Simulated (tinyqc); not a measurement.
Undoped gate-all-around wire MOSFET, analytic charge model: one step of the calculation.

An undoped round wire of radius R under an insulator shell and a surrounding gate; long channel, electrons only, n = ni exp((psi - V)/Vt) with V the quasi-Fermi potential (0 at the source, Vd at the drain), constant mobility, no quantisation. The radial Poisson equation gives n(r) = n(0)/(1 - (1 - b) r^2/R^2)^2 with b = Q0/(Q + Q0). Q is the electron charge per area of the wire surface.

Task. Constants of the wire. ni = sqrt(Nc Nv) exp(-Eg/(2 Vt)), Eg in volts; Cox = eps0 eox/(R ln(1 + tox/R)); Q0 = 4 eps0 eps_r Vt/R; V0 = dphi + Vt ln[8 eps0 eps_r Vt/(q ni R^2)].

Values chosen for this exercise; material values close to those of silicon:
- T = 300 K (temperature)
- Eg = 1.11 eV (band gap)
- eps_r = 11.5 (relative permittivity of the semiconductor)
- Nc = 2.75e19 cm^-3 (conduction-band density of states at T)
- Nv = 2.69e19 cm^-3 (valence-band density of states at T)
- eox = 21.8 (relative permittivity of the gate insulator)
- tox = 7.5 nm (insulator thickness)
- R = 10 nm (wire radius)
- dphi = 0.23 V (gate work function less that of the intrinsic body)

Constants: q = 1.602176634e-19 C, kB = 1.380649e-23 J/K, Vt = kB T/q, eps0 = 8.8541878128e-14 F/cm where lengths are in cm. Results are converted to the units shown.

Give: ni; Cox; Q0; V0.

Result.

ni = 1.2911e10 cm^-3
Cox = 3.4492 uF/cm^2
Q0 = 105.29 nC/cm^2
V0 = 0.70667 V

Computed by the program tinyqc: `OMP_NUM_THREADS=1 python tinyqc.py 2460055 2460056 out.jsonl`, one thread of a shared Intel Xeon 2.30GHz, about 0.02 s for the whole run.
